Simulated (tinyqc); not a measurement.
Vacancy excess varied: nucleation and growth of vacancy voids in a cooling silicon-like crystal. Computed by tinyqc, a small Python program. Command: `OMP_NUM_THREADS=1 python tinyqc.py 3011273 3011274 out.jsonl voids walk`. One thread of a shared host (Intel(R) Xeon(R) Processor @ 2.30GHz), about 0.3 s of CPU time with the checks.

Spherical voids; vacancies are lost only to voids.

Inputs (values chosen for the exercise, close to those used for silicon):

| quantity | value | unit |
|---|---|---|
| vacancy density at the melting point C_m | 4.8e+14 | 1/cm^3 |
| formation energy E_f | 4 | eV |
| melting point T_m | 1685 | K |
| diffusion prefactor D0 | 0.0015 | cm^2/s |
| migration energy E_m | 0.45 | eV |
| site density rho | 5e+22 | 1/cm^3 |
| void surface energy gamma | 0.8 | J/m^2 |
| cooling rate q | 0.33 | K/min |
| ratio (V/G)/xi_c | 2.36 | - |
| limit of the excess at high V/G | 1.2e+14 | 1/cm^3 |
| temperature step | 0.2 | K |

Vacancy supply: from V/G.

Constants: k_B = 8.617333262e-05 eV/K; k_B = 1.380649e-23 J/K.

Method:
- C = C_x (u - 1)/(u + 0.2) with u = (V/G)/xi_c, a form chosen for the exercise.
- C_e = C_m exp[-(E_f/k_B)(1/T - 1/T_m)]; D = D0 exp(-E_m/(k_B T)); f = k_B T ln(C/C_e); r* = 2 gamma/(rho f); W* = 16 pi gamma^3/(3 rho^2 f^2); Z = f/sqrt(12 pi W* k_B T); I = rho Z (4 pi r* D C) exp(-W*/(k_B T)).
- March down from 1500 K in steps dT, dt = dT/q, with values at the upper end of each step: a class of I dt voids is born with r*; then all classes grow by r^2 += 2 D (C - C_e) dt/rho; C falls by the vacancies added to voids. Stop at 1150 K. T_n is the T of the largest I, N the final count (classes under 1e-6 /cm^3 are dropped), and the mean radius the number average.

initial excess C = 6.37500e+13 1/cm^3

At fixed q:

| C (1/cm^3) | T_n (K) | N (1/cm^3) | mean radius (nm) |
|---|---|---|---|
| 2.60e+13 | 1380.6 | 1.5986e+05 | 91.41 |
| 3.80e+13 | 1400.0 | 1.2085e+05 | 113.91 |
| 6.40e+13 | 1427.4 | 8.2316e+04 | 154.09 |
| 1.00e+14 | 1451.6 | 5.9276e+04 | 199.54 |
| 1.60e+14 | 1477.8 | 4.1960e+04 | 261.95 |

More vacancies nucleate earlier (T_n rises by 97 K) and give fewer, larger voids: N goes as C^-0.74 and the radius as C^0.58, steeper than the -1/2 and +1/2 of the scaling argument at fixed D, because D rises with T_n.

Extremes, crossings and ranges named in words are read from the listed rows.
